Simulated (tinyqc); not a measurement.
Sp3 tight binding, zinc-blende lattice, step by step. Computed by tinyqc, a small Python program that keeps every step. Command: `OMP_NUM_THREADS=1 python tinyqc.py 22413 22414 out.jsonl` (the two numbers bound the seeds that draw the settings). One thread of a shared host (Intel(R) Xeon(R) Processor @ 2.60GHz), about 0.01 s of CPU time with the checks.

## Bloch Hamiltonian at k

Parameters chosen for this model: zinc-blende lattice, anion at 0, cation at a/4 (1,1,1); V = eta hbar^2 / (m d^2), hbar^2/m = 7.619964 eV angstrom^2:
```
parameter,value,unit
a,6.520000,angstrom
d,2.823243,angstrom
Es anion,-14.070000,eV
Ep anion,-7.660000,eV
Es cation,-14.070000,eV
Ep cation,-7.660000,eV
eta ss,-1.400000,
eta sp,1.840000,
eta pp sigma,3.240000,
eta pp pi,-0.810000,
V ss,-1.338396,eV
V sp,1.759034,eV
V pp sigma,3.097430,eV
V pp pi,-0.774357,eV
```

k point k (2 pi / a): 0.50000  -0.79000  -0.15000

Slater-Koster rules over the four bonds with direction cosines (l, m, n): ss V_ss; s-px l V_sp; px-s -l V_sp; px-px l^2 V_pps + (1 - l^2) V_ppp; px-py l m (V_pps - V_ppp); each times exp(i k.d).

H(k) at k (eV):
```
,a s,a px,a py,a pz,c s,c px,c py,c pz
a s,-14.07000,0.00000,0.00000,0.00000,-1.19233+0.83607i,-0.63442+0.90474i,0.21721-2.64253i,2.64253-0.21721i
a px,0.00000,-7.66000,0.00000,0.00000,0.63442-0.90474i,0.45990-0.32249i,3.35813-0.27603i,0.27603-3.35813i
a py,0.00000,0.00000,-7.66000,0.00000,-0.21721+2.64253i,3.35813-0.27603i,0.45990-0.32249i,-0.80621+1.14974i
a pz,0.00000,0.00000,0.00000,-7.66000,-2.64253+0.21721i,0.27603-3.35813i,-0.80621+1.14974i,0.45990-0.32249i
c s,-1.19233-0.83607i,0.63442+0.90474i,-0.21721-2.64253i,-2.64253-0.21721i,-14.07000,0.00000,0.00000,0.00000
c px,-0.63442-0.90474i,0.45990+0.32249i,3.35813+0.27603i,0.27603+3.35813i,0.00000,-7.66000,0.00000,0.00000
c py,0.21721+2.64253i,3.35813+0.27603i,0.45990+0.32249i,-0.80621-1.14974i,0.00000,0.00000,-7.66000,0.00000
c pz,2.64253+0.21721i,0.27603+3.35813i,-0.80621-1.14974i,0.45990+0.32249i,0.00000,0.00000,0.00000,-7.66000
```

## Levels at k

Diagonalise the Hermitian matrix.

eigenvalues (eV): -16.94348  -15.24982  -12.79753  -12.14997  -6.64068  -4.85020  -3.14945  -2.31887

weights |c|^2 of the basis functions:
```
,band 1,band 2,band 3,band 4,band 5,band 6,band 7,band 8
a s,0.44130,0.33497,0.01724,0.00107,0.14728,0.05437,0.00061,0.00316
a px,0.00581,0.02792,0.16886,0.28954,0.00636,0.00148,0.29858,0.20145
a py,0.02975,0.06305,0.13681,0.13164,0.16108,0.22881,0.10547,0.14338
a pz,0.02314,0.07406,0.17709,0.07774,0.18528,0.21535,0.09534,0.15200
c s,0.44130,0.33497,0.01724,0.00107,0.14728,0.05437,0.00061,0.00316
c px,0.00581,0.02792,0.16886,0.28954,0.00636,0.00148,0.29858,0.20145
c py,0.02975,0.06305,0.13681,0.13164,0.16108,0.22881,0.10547,0.14338
c pz,0.02314,0.07406,0.17709,0.07774,0.18528,0.21535,0.09534,0.15200
```

## Bloch Hamiltonian at G

k point G (2 pi / a): 0  0  0

As before.

H(k) at G (eV):
```
,a s,a px,a py,a pz,c s,c px,c py,c pz
a s,-14.07000,0.00000,0.00000,0.00000,-5.35358,0.00000,0.00000,0.00000
a px,0.00000,-7.66000,0.00000,0.00000,0.00000,2.06495,0.00000,0.00000
a py,0.00000,0.00000,-7.66000,0.00000,0.00000,0.00000,2.06495,0.00000
a pz,0.00000,0.00000,0.00000,-7.66000,0.00000,0.00000,0.00000,2.06495
c s,-5.35358,0.00000,0.00000,0.00000,-14.07000,0.00000,0.00000,0.00000
c px,0.00000,2.06495,0.00000,0.00000,0.00000,-7.66000,0.00000,0.00000
c py,0.00000,0.00000,2.06495,0.00000,0.00000,0.00000,-7.66000,0.00000
c pz,0.00000,0.00000,0.00000,2.06495,0.00000,0.00000,0.00000,-7.66000
```

## Levels at G

As before.

eigenvalues (eV): -19.42358  -9.72495  -9.72495  -9.72495  -8.71642  -5.59505  -5.59505  -5.59505

## Bands along a path

The same steps at evenly spaced points between the labelled ones.

Bands along the path (eV):
```
k,band 1,band 2,band 3,band 4,band 5,band 6,band 7,band 8
L,-17.62490,-15.11521,-11.27367,-11.27367,-8.06790,-4.04633,-4.04633,-2.65198
L-G 0.25,-18.07835,-14.36092,-11.09084,-11.09084,-8.03415,-4.22916,-4.22916,-2.98658
L-G 0.50,-18.77012,-12.79621,-10.60301,-10.60301,-7.99510,-4.71699,-4.71699,-3.89857
L-G 0.75,-19.25395,-10.99855,-10.01626,-10.01626,-8.17380,-5.30374,-5.30374,-5.03370
G,-19.42358,-9.72495,-9.72495,-9.72495,-8.71642,-5.59505,-5.59505,-5.59505
G-X 0.25,-19.19583,-10.91619,-10.40634,-10.40634,-7.77551,-5.57246,-4.91366,-4.91366
G-X 0.50,-18.52501,-12.63318,-11.59155,-11.59155,-6.77141,-5.53040,-3.72845,-3.72845
G-X 0.75,-17.45004,-14.39192,-12.49444,-12.49444,-6.07957,-5.53846,-2.82556,-2.82556
X,-16.03940,-16.03940,-12.82238,-12.82238,-5.69060,-5.69060,-2.49762,-2.49762
X-W 0.25,-16.03940,-16.03940,-12.82238,-12.82238,-5.69060,-5.69060,-2.49762,-2.49762
X-W 0.50,-16.03940,-16.03940,-12.82238,-12.82238,-5.69060,-5.69060,-2.49762,-2.49762
X-W 0.75,-16.03940,-16.03940,-12.82238,-12.82238,-5.69060,-5.69060,-2.49762,-2.49762
W,-16.03940,-16.03940,-12.82238,-12.82238,-5.69060,-5.69060,-2.49762,-2.49762
```

With 4 band(s) filled, the highest filled level on these points lies at G and the lowest empty one at G: a gap of 1.0085 eV, direct.
